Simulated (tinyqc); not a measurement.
Inside a calculation. Method: empirical pseudopotential in a few plane waves. Computed by tinyqc, a small Python program that keeps every step. Settings: plane-wave index or count = 15. Command: `OMP_NUM_THREADS=1 python tinyqc.py 31285 31286 out.jsonl` (the two numbers bound the seeds that draw the settings). One thread of a shared host (Intel(R) Xeon(R) Processor @ 2.60GHz), about 0.2 s of CPU time with the checks.

## Bloch Hamiltonian at G

Parameters chosen for this model: fcc lattice, atoms at +/- a/8 (1,1,1); form factors in rydberg at |G|^2 in units of (2 pi/a)^2:

| parameter | value | unit |
|---|---|---|
| a | 6.400000 | angstrom |
| VS(3) | -0.239000 | Ry |
| VS(8) | 0.012000 | Ry |
| VS(11) | 0.038000 | Ry |
| VA(3) | 0 | Ry |
| VA(4) | 0 | Ry |
| VA(11) | 0 | Ry |
| hbar^2/2m (2 pi/a)^2 | 3.672169 | eV |

k point G (2 pi / a): 0  0  0

Basis: the 15 shortest G (labels in 2 pi/a), the same at every k. H(G,G') = c |k + G|^2 delta + VS(|G-G'|^2) cos((G-G').tau) + i VA sin((G-G').tau), tau = a/8 (1,1,1); 1 Ry = 13.605693 eV.

H(k) at G (eV):
```
           +0+0+0     -1-1-1     -1-1+1     -1+1-1     -1+1+1     +1-1-1     +1-1+1     +1+1-1
+0+0+0   0.000000   2.299342  -2.299342  -2.299342  -2.299342  -2.299342  -2.299342  -2.299342
-1-1-1   2.299342  11.016508   0.000000   0.000000  -0.163268   0.000000  -0.163268  -0.163268
-1-1+1  -2.299342   0.000000  11.016508   0.163268   0.000000   0.163268   0.000000   0.000000
-1+1-1  -2.299342   0.000000   0.163268  11.016508   0.000000   0.163268   0.000000   0.000000
-1+1+1  -2.299342  -0.163268   0.000000   0.000000  11.016508   0.000000   0.163268   0.163268
+1-1-1  -2.299342   0.000000   0.163268   0.163268   0.000000  11.016508   0.000000   0.000000
+1-1+1  -2.299342  -0.163268   0.000000   0.000000   0.163268   0.000000  11.016508   0.163268
+1+1-1  -2.299342  -0.163268   0.000000   0.000000   0.163268   0.000000   0.163268  11.016508
+1+1+1   2.299342   0.000000  -0.163268  -0.163268   0.000000  -0.163268   0.000000   0.000000
-2+0+0   0.000000  -2.299342  -2.299342  -2.299342   2.299342   0.365586  -0.365586  -0.365586
+0-2+0   0.000000  -2.299342  -2.299342   0.365586  -0.365586  -2.299342   2.299342  -0.365586
+0+0-2   0.000000  -2.299342   0.365586  -2.299342  -0.365586  -2.299342  -0.365586   2.299342
+0+0+2   0.000000  -0.365586   2.299342  -0.365586  -2.299342  -0.365586  -2.299342   0.365586
+0+2+0   0.000000  -0.365586  -0.365586   2.299342  -2.299342  -0.365586   0.365586  -2.299342
+2+0+0   0.000000  -0.365586  -0.365586  -0.365586   0.365586   2.299342  -2.299342  -2.299342

           +1+1+1     -2+0+0     +0-2+0     +0+0-2     +0+0+2     +0+2+0     +2+0+0
+0+0+0   2.299342   0.000000   0.000000   0.000000   0.000000   0.000000   0.000000
-1-1-1   0.000000  -2.299342  -2.299342  -2.299342  -0.365586  -0.365586  -0.365586
-1-1+1  -0.163268  -2.299342  -2.299342   0.365586   2.299342  -0.365586  -0.365586
-1+1-1  -0.163268  -2.299342   0.365586  -2.299342  -0.365586   2.299342  -0.365586
-1+1+1   0.000000   2.299342  -0.365586  -0.365586  -2.299342  -2.299342   0.365586
+1-1-1  -0.163268   0.365586  -2.299342  -2.299342  -0.365586  -0.365586   2.299342
+1-1+1   0.000000  -0.365586   2.299342  -0.365586  -2.299342   0.365586  -2.299342
+1+1-1   0.000000  -0.365586  -0.365586   2.299342   0.365586  -2.299342  -2.299342
+1+1+1  11.016508  -0.365586  -0.365586  -0.365586  -2.299342  -2.299342  -2.299342
-2+0+0  -0.365586  14.688678   0.163268   0.163268  -0.163268  -0.163268   0.000000
+0-2+0  -0.365586   0.163268  14.688678   0.163268  -0.163268   0.000000  -0.163268
+0+0-2  -0.365586   0.163268   0.163268  14.688678   0.000000  -0.163268  -0.163268
+0+0+2  -2.299342  -0.163268  -0.163268   0.000000  14.688678   0.163268   0.163268
+0+2+0  -2.299342  -0.163268   0.000000  -0.163268   0.163268  14.688678   0.163268
+2+0+0  -2.299342   0.000000  -0.163268  -0.163268   0.163268   0.163268  14.688678
```

## Levels at G

Diagonalise the Hermitian matrix.

eigenvalues (eV): -2.929850  6.456206  7.106596  7.106596  7.106596  10.853240  10.853240  10.853240  14.362141  14.362141  14.436163  18.435322  18.435322  18.435322  20.391858

## Bands along a path

The same steps at evenly spaced points between the labelled ones.

Bands along the path (eV), lowest eight:

| k | band 1 | band 2 | band 3 | band 4 | band 5 | band 6 | band 7 | band 8 |
|---|---|---|---|---|---|---|---|---|
| L | -1.169865 | 1.455362 | 6.642967 | 6.642967 | 8.529130 | 11.870942 | 11.870942 | 15.523924 |
| L-G 0.20 | -1.627028 | 1.990267 | 6.608572 | 6.608572 | 8.481027 | 11.740379 | 11.740379 | 14.615737 |
| L-G 0.40 | -2.151973 | 2.941675 | 6.691894 | 6.691894 | 8.534119 | 11.642342 | 11.642342 | 12.945145 |
| L-G 0.60 | -2.574427 | 4.115459 | 6.855602 | 6.855602 | 8.500810 | 11.386006 | 11.386006 | 11.612125 |
| L-G 0.80 | -2.839838 | 5.405586 | 7.028693 | 7.028693 | 7.964468 | 10.950009 | 11.022835 | 11.022835 |
| G | -2.929850 | 6.456206 | 7.106596 | 7.106596 | 7.106596 | 10.853240 | 10.853240 | 10.853240 |
| G-X 0.20 | -2.809520 | 5.254880 | 6.896297 | 6.896297 | 8.325168 | 10.579387 | 11.262804 | 11.262804 |
| G-X 0.40 | -2.450313 | 3.865228 | 6.475103 | 6.475103 | 9.576127 | 10.100556 | 12.277783 | 12.277783 |
| G-X 0.60 | -1.857636 | 2.574100 | 6.106932 | 6.106932 | 9.768292 | 9.928476 | 13.623640 | 13.627401 |
| G-X 0.80 | -1.040638 | 1.407345 | 5.914076 | 5.914076 | 9.551895 | 9.712519 | 15.080079 | 15.191436 |
| X | -0.012071 | 0.387442 | 5.948173 | 5.948173 | 9.201306 | 9.987911 | 16.926935 | 16.937164 |

With 4 band(s) filled, the highest filled level on these points lies at G and the lowest empty one at G: the bands touch or overlap, so there is no gap. This holds for the small fixed basis; with all plane waves up to |k + G|^2 = 21 (2 pi/a)^2 the gap along the path is 0.09 eV.

## Convergence with the number of plane waves

Levels at G counted from the fourth one.

Levels (eV):

| plane waves | level 1 | level 5 | level 8 |
|---|---|---|---|
| 9 | -13.783090 | 0 | 0.653073 |
| 15 | -10.036446 | 0 | 3.746644 |
| 27 | -9.520472 | 0 | 3.235626 |
| 51 | -9.365686 | 0.061534 | 3.429183 |
| 59 | -9.373410 | 0.096572 | 3.299588 |
| 65 | -9.382452 | 0.096572 | 3.288470 |
| 89 | -9.369169 | 0.092320 | 3.293707 |
